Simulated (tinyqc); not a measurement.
Rutherford backscattering from a thin compound film on silicon: kinematics, yields, composition and thickness: one step, computed by the program tinyqc. Command: `OMP_NUM_THREADS=1 python tinyqc.py 3005133 3005134 out.jsonl rbs walk`. One thread of a shared host (Intel(R) Xeon(R) Processor @ 2.30GHz), about 0.01 s of CPU time with the checks.

Singly charged helium ions (Z1 = 2, M1 = 4.0026 u) enter at the tilt angle a1 to the normal and leave at a2 = |180 - theta - tilt| in the same plane. The film is A B_x.

Question. Kinematics. Kinematic factor K = [(sqrt(M^2 - M1^2 sin^2 theta) + M1 cos theta)/(M + M1)]^2. Surface edges lie at K E0; substrate silicon has M = 28.09 u. Mass resolution at M_A = resolution/(E0 dK/dM).

Inputs (values chosen for the exercise, modelled on a helium beam on NiSi):
```
quantity,value,unit
beam energy E0,2.2,MeV
scattering angle theta,150,degrees
heavy element: mass M_A,58.7,u
light element: mass M_B,28.09,u
detector resolution (FWHM),11,keV
```

Give: kinematic factors; surface edges; mass resolution at M_A.

Answer.

kinematic factors: A 0.77500, B 0.58529, Si 0.58529

surface edges (keV): A 1705.0, B 1287.6, Si 1287.6

mass resolution at M_A = 1.4809 u

K flattens for heavy targets, so masses within 1.5 u of A cannot be told apart.
